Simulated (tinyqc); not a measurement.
Comparisons within one model: thin-film optics by transfer matrices. A value that a table varies takes the place of the one given here.

Indices N = n + i k. Snell: N0 sin(theta) = N_j sin(theta_j), with Im(N_j cos theta_j) >= 0. Admittance y_j = N_j cos theta_j for s and N_j/cos theta_j for p. Phase delta_j = 2 pi N_j cos theta_j d_j/lambda. Layer matrix [[cos delta, -i sin delta/y], [-i y sin delta, cos delta]], multiplied from the top down to M. (B, C) = M (1, y_sub); r = (y0 B - C)/(y0 B + C), R = |r|^2, T = 4 Re y0 Re y_sub/|y0 B + C|^2, absorbed in the films 1 - R - T.

Ellipsometry: rho = tan(Psi) exp(i Delta) = -conj(r_p/r_s) with the r of the admittance formula, Delta in 0 to 360 degrees, so that a bare dielectric at small angles gives Delta = 180.

Inputs chosen for the exercise (indices near those of resist on polySi; shifted at random, so the results belong to these values and not to a real crystal):

| symbol | value | unit | meaning |
|---|---|---|---|
| lam | 633 | nm | vacuum wavelength |
| n0 | 1 |  | ambient index |
| n | (1.624, 3.907) |  | n of resist, substrate |
| k | (0, 0.04) |  | k in the same order |
| d | (142) | nm | thicknesses, top first |
| theta | 70 | degrees | angle of incidence |
| pol | s |  | polarisation |

## Swing curve: thickness of the top film

The first entry of d takes the values listed.

Stack:

| d_1 (nm) | R | T | absorbed |
|---|---|---|---|
| 142.0 | 0.1816 | 0.8184 | 0.0000 |
| 181.8 | 0.5547 | 0.4453 | 0.0000 |
| 221.7 | 0.6860 | 0.3140 | 0.0000 |
| 261.5 | 0.6770 | 0.3230 | 0.0000 |
| 301.3 | 0.5172 | 0.4828 | 0.0000 |
| 341.1 | 0.1186 | 0.8814 | 0.0000 |
| 381.0 | 0.1821 | 0.8179 | 0.0000 |
| 420.8 | 0.5550 | 0.4450 | 0.0000 |
| 460.6 | 0.6859 | 0.3141 | 0.0000 |
| 500.4 | 0.6771 | 0.3229 | 0.0000 |
| 540.3 | 0.5169 | 0.4831 | 0.0000 |
| 580.1 | 0.1182 | 0.8818 | 0.0000 |
| 619.9 | 0.1815 | 0.8185 | 0.0000 |

R swings between 0.1182 and 0.6860 on these points. The period is lambda/(2 Re(N_1 cos theta_1)) = 239.0 nm, six rows. The film does not absorb, so the swing repeats exactly. The swing ratio (max - min)/mean is 1.31.

## Angle of incidence

Both polarisations.

Stack:

| theta (degrees) | R_s | R_p | Psi | Delta |
|---|---|---|---|---|
| 0 | 0.2057 | 0.2057 | 45.00 | 180.00 |
| 15 | 0.2035 | 0.1896 | 43.99 | 182.48 |
| 30 | 0.1950 | 0.1487 | 41.13 | 192.09 |
| 45 | 0.1770 | 0.1111 | 38.39 | 216.09 |
| 55 | 0.1623 | 0.1146 | 40.03 | 243.82 |
| 60 | 0.1583 | 0.1337 | 42.58 | 260.48 |
| 65 | 0.1619 | 0.1701 | 45.71 | 278.24 |
| 70 | 0.1816 | 0.2306 | 48.41 | 296.61 |
| 75 | 0.2334 | 0.3250 | 49.72 | 314.77 |
| 80 | 0.3466 | 0.4682 | 49.29 | 331.56 |
| 85 | 0.5733 | 0.6825 | 47.50 | 346.44 |

R_s and R_p agree at normal incidence (0.2057). R_p is lowest at 45 degrees of those listed (0.1111), where R_s = 0.1770: the two are within a factor 2 of each other, so the minimum selects polarisation poorly. R_s does not rise steadily, because the phase thickness of the films changes with the angle. R_p exceeds R_s at 65, 70, 75, 80 and 85 degrees, where Psi is above 45.

## Sensitivity of the reflectance

R for both polarisations. Each row changes one parameter from the base and keeps the others.

Results:

| case | R_s | R_p | T_s |
|---|---|---|---|
| base | 0.1816 | 0.2306 | 0.8184 |
| d = (147) nm | 0.2391 | 0.2233 | 0.7609 |
| n = (1.656, 3.907) | 0.2349 | 0.2176 | 0.7651 |
| k = (0, 0.054) | 0.1829 | 0.2304 | 0.8171 |
| lam = 638 nm | 0.1691 | 0.2320 | 0.8309 |
| theta = 75 degrees | 0.2334 | 0.3250 | 0.7666 |

The largest shifts from the base row, up to three for each result and ties (the steps differ in size, so this ranks the rows, not the parameters). R_s: d +0.0575, n +0.0533, theta +0.0518. R_p: theta +0.0944, n -0.0130, d -0.0073. T_s: d -0.0575, n -0.0533, theta -0.0518.

tinyqc: `OMP_NUM_THREADS=1 python tinyqc.py 1650852 1650853 out.jsonl`; about 0.02 s, one thread, shared Intel(R) Xeon(R) Processor @ 2.30GHz.
